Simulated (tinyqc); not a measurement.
Sharpness of the interface: valley splitting of a silicon quantum well in envelope theory.

The well lies at 0 < z < L; U(z) = V0 [1/(1 + exp(z/w)) + 1/(1 + exp((L - z)/w))] - e F z, 1 mV/nm = 1e-4 eV/angstrom. The envelope psi solves -(c/ml) psi'' + U psi = E psi, c = hbar^2/2m0, by three-point differences on a grid of 0.1 angstrom from -40 to L + 40 angstrom. The two valleys at +/- k0 couple through D = C0 times the integral of exp(-i q z) U(z) psi^2, q = 2 k0 (2 pi/a), and split by Ev = 2|D|.

Random alloy: with Y(z) = Yw + (Yb - Yw) B(z), B the bracket in U, and in-plane density exp(-r^2/ad^2)/(pi ad^2), D gains a random complex part of variance sigma^2 = (C0^2/pi)(a^2 V0/(8 ad (Yb - Yw)))^2 (4/a) times the integral of psi^4 Y (1 - Y). Alone it gives a mean splitting sqrt(pi) sigma; together with the smooth part the rms splitting is 2 sqrt(|D|^2 + sigma^2).

Constants: hbar^2/2m0 = 3.80998211 eV angstrom^2.

Values chosen for the exercise (near those of a strained Si well in SiGe; not measured data): L = 52 angstrom (well width); V0 = 0.17 eV (conduction offset); ml = 0.91 m0 (mass along z); F = 1.1 mV/nm (field pressing towards the upper interface); k0 = 0.844 2 pi/a (valley position); a = 5.431 angstrom (lattice constant); C0 = 0.263 (Bloch overlap factor); Yb = 0.28 (Ge share of the barrier); Yw = 0 (Ge share of the well); ad = 150 angstrom (dot radius); ws = (0.3, 0.5, 0.8, 1.3, 1.9, 3, 3.8) angstrom (interface widths).

The smooth part 2|D| and the disorder part against w, beside y/sinh(y) with y = pi q w. The 12 to 88 % width of the step is 4w.

Results:

| w (angstrom) | 4w (angstrom) | 2\|D\| (micro-eV) | y/sinh(y) | sqrt(pi) sigma (micro-eV) |
|---|---|---|---|---|
| 0.3 | 1.2 | 22.78 | 0.60 | 5.4 |
| 0.5 | 2.0 | 9.70 | 0.29 | 5.9 |
| 0.8 | 3.2 | 6.30 | 0.073 | 6.9 |
| 1.3 | 5.2 | 0.98 | 0.0055 | 9.2 |
| 1.9 | 7.6 | 0.05 | 0.00020 | 13.0 |
| 3.8 | 15.2 | 0.00 | 3.5e-09 | 32.8 |

Give the missing row, w (angstrom) = 3.0.

Computed row:
```
w (angstrom)  4w (angstrom)  2|D| (micro-eV)  y/sinh(y)  sqrt(pi) sigma (micro-eV)
3.0                    12.0             0.00    3.7e-07                       23.2
```

The smooth part needs a Fourier component of U psi^2 at a wavelength of 3.22 angstrom; from the first row to the third it falls by a factor 3.62, while y/sinh(y) falls by 8.27 (the envelope near the step and the phase between the two interfaces change too). The disorder part goes from 5.4 to 32.8 micro-eV, growing as the electron overlaps more alloy. It takes over between w = 0.5 and 0.8 angstrom, that is a step 2.0 to 3.2 angstrom wide, with 1.36 angstrom to an atomic layer.

Program tinyqc; command `OMP_NUM_THREADS=1 python tinyqc.py 1251237 1251238 out.jsonl`; about 0.06 s on one thread of a shared Intel(R) Xeon(R) Processor @ 2.30GHz.
